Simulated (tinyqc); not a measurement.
Effective charge: two electrons on one impurity (helium-like model).

Units Ha* = 2 Ry m/eps^2 and a* = a0 eps/m. One electron is bound by Z^2/2. Two electrons in the singlet built from exp(-a r) and exp(-b r): S = 8 (ab)^(3/2)/(a + b)^3, h_aa = a^2/2 - Z a, h_bb alike, h_ab = S (ab/2 - Z (a + b)/2), J = ab (a^2 + 3ab + b^2)/(a + b)^3, K = 20 (ab)^3/(a + b)^5, E = (h_aa + h_bb + 2 S h_ab + J + K)/(1 + S^2). For a = b this is a^2 - 2 Z a + 5a/8. Real double donors are deeper, since the central cell is left out.

Parameters, chosen for this exercise (out of a larger set: near those of impurities in Si; not measured data): m = 0.31 m0 (one mean mass); eps = 11.9 (dielectric constant); Zs = (0.99, 1.04, 1.18, 1.57, 1.85, 2.46, 4.12) (charges).

Ha* = 59.5687 meV

Binding of the first electron, of the second (-E - Z^2/2) with equal and with unequal orbitals, and U, the first less the second (unequal).

Results (meV):
```
Z     first  second, equal  second, unequal   a/b      U  U/(Z Ha*)
0.99   29.2          -1.85             0.60  3.79   28.6      0.485
1.04   32.2          -0.69             1.62  3.32   30.6      0.494
1.18   41.5           3.36             5.43  2.70   36.0      0.513
1.57   73.4          20.78            22.57  2.09   50.8      0.544
1.85  101.9          38.88            40.58  1.91   61.4      0.557
2.46  180.2          94.47            96.07  1.69   84.2      0.574
4.12  505.6         358.00           359.50  1.46  146.1      0.595
```

Equal orbitals bind a second electron only above Z = (5/16)/(1 - 1/sqrt2) = 1.067; unequal ones do so in 7 of the 7 rows. Their gain is 2.45 meV in the first row and 1.50 in the last, while the second binding grows to 360 meV, so the gain decides the matter only near Z = 1. U grows almost linearly with Z: U/(Z Ha*) goes from 0.485 to 0.595, towards 5/8, while the first binding grows as Z^2. Angular correlation is left out: at Z = 1 this function binds the second electron by 0.0133 Ha*, half the exact 0.0278.

Program tinyqc; command `OMP_NUM_THREADS=1 python tinyqc.py 1252003 1252004 out.jsonl`; about 0.03 s on one thread of a shared Intel(R) Xeon(R) Processor @ 2.30GHz.
